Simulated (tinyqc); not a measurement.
# Changing the time t

Model: equilibrium crystal shape, supported particles, Gibbs-Thomson effect and coarsening. Computed by tinyqc, a small Python program. Command: `OMP_NUM_THREADS=1 python tinyqc.py 3015997 3015998 out.jsonl wulff sweep`. One thread of a shared host (Intel(R) Xeon(R) Processor @ 2.30GHz), about 0.1 s of CPU time with the checks.

A cubic crystal bounded by {100}, {110} and {111} facets only.

Inputs (values chosen for the exercise, modelled on silver):

| quantity | value | unit |
|---|---|---|
| atomic volume Omega | 17.05 | angstrom^3 |
| temperature T | 800 | K |
| precipitate interface energy gamma_i | 0.36 | J/m^2 |
| solubility x_inf at a flat interface | 1.1e-05 | - |
| diffusivity D | 6.7e-16 | m^2/s |
| mean radius at the start r0 | 11 | nm |

Surface energies: given.

surface energies gamma(100), gamma(110), gamma(111) (J/m^2): 1.09  1.13  0.999

Constants: k_B = 1.380649e-23 J/K.

Method. The energies and Omega are given. Spherical precipitates of nearly pure solute with atomic volume Omega: x(r) = x_inf exp(l/r), l = 2 gamma_i Omega/(k_B T). Diffusion-limited coarsening at small volume fraction (Lifshitz-Slyozov-Wagner): r^3 = r0^3 + K t, K = (4/9) D x_inf l; the number density falls as (r0/r)^3. The steady size distribution is assumed from the start, and D and x_inf are inputs that do not follow T.

One run for each value:

| time t (s) | mean radius at t (nm) | number density over its start |
|---|---|---|
| 1.20e+04 | 11.12 | 9.6822e-01 |
| 5.10e+04 | 11.49 | 8.7758e-01 |
| 2.10e+05 | 12.80 | 6.3517e-01 |
| 8.80e+05 | 16.55 | 2.9351e-01 |
| 3.70e+06 | 24.55 | 8.9926e-02 |
| 1.50e+07 | 38.24 | 2.3794e-02 |
| 6.30e+07 | 61.33 | 5.7697e-03 |
| 2.60e+08 | 98.23 | 1.4042e-03 |
| 1.10e+09 | 158.82 | 3.3226e-04 |

Over the rows, mean radius at t (nm) rises from 11.1 to 159 (exponent d ln y / d ln x 0.023 between the first rows and 0.33 between the last); number density over its start falls from 0.968 to 3.32e-4 (exponent d ln y / d ln x -0.068 between the first rows and -1.00 between the last). At the high end the exponent of mean radius at t is 0.33, close to 0.33: the cube-root law of coarsening. At the low end the exponent of mean radius at t is 0.02, close to 0: K t is still small against r0^3. At the high end the exponent of number density over its start is -1.00, close to -1: at fixed volume fraction the number goes as 1/r^3.
